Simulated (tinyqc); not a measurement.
Inside a calculation: free-carrier optics of a doped semiconductor (Drude model). Values are carried at full precision from step to step, so a last printed digit may differ when a step is redone from the rounded ones.

eps(E) = ei [1 - Ep^2/(E^2 + i E Gam)], with Ep^2 = 8 pi c (e^2/(4 pi eps0)) N/(m ei), c = hbar^2/2m0, N in 1/angstrom^3 (1e-24 per 1/cm^3); Gam = hbar/tau, tau = mu m m0/e with m0/e = 5.685630e-12 kg/C and mu in m^2/(V s). Energies in meV.

Constants: hbar^2/2m0 = 3.80998211 eV angstrom^2; e^2/(4 pi eps0) = 14.39964547 eV angstrom; hbar = 6.58211957e-16 eV s; hbar c = 1973.269805 eV angstrom.

Inputs chosen for the exercise (mass and dielectric values near those of Ge; N and mu are free inputs; interband absorption and the rise of the mass with filling are left out; the results hold for these values, not for the real material): N = 6.7e+17 1/cm^3 (carrier density); m = 0.12 m0 (conductivity mass); mu = 4700 cm^2/(V s) (mobility); ei = 15.94 (high-frequency dielectric constant); E = 58.2 meV (photon energy).

## Plasma energy and damping

Evaluate Ep, tau, Gam, the plasma wavelength hc/Ep (hc = 1239.841984 eV nm) and the dc resistivity 1/(e N mu), e = 1.602176634e-19 C.

Ep = 21.98 meV
tau = 320.67 fs
Gam = 2.05 meV
plasma wavelength = 56.42 micrometre
rho = 0.00198 ohm cm

Ep/Gam = 10.71: the plasma edge is sharp.

## Dielectric function at one energy

Insert the numbers.

free-carrier term = -2.2700+0.0801i
eps = 13.6700+0.0801i

## Optical constants

n + i k = sqrt(eps1 + i eps2) with k >= 0; R = ((n - 1)^2 + k^2)/((n + 1)^2 + k^2) at normal incidence from vacuum; alpha = 2 E k/(hbar c), times 1e8 for 1/cm; loss function Im(-1/eps) = eps2/(eps1^2 + eps2^2).

Convert eps at the photon energy E (in meV) into the optical constants.

n = 3.6973
k = 0.0108
R = 0.3297
alpha = 63.9 1/cm

Light of this energy penetrates 1/alpha = 157 micrometre.

## Checks

- Integral of E eps2 of the free-carrier term against (pi/2) ei Ep^2 (meV^2): both 12093.

Computed by tinyqc, a small Python program: `OMP_NUM_THREADS=1 python tinyqc.py 1680352 1680353 out.jsonl` (the numbers bound the seed that draws the inputs); one thread of a shared host (Intel(R) Xeon(R) Processor @ 2.30GHz), about 0.01 s for the whole set of steps.
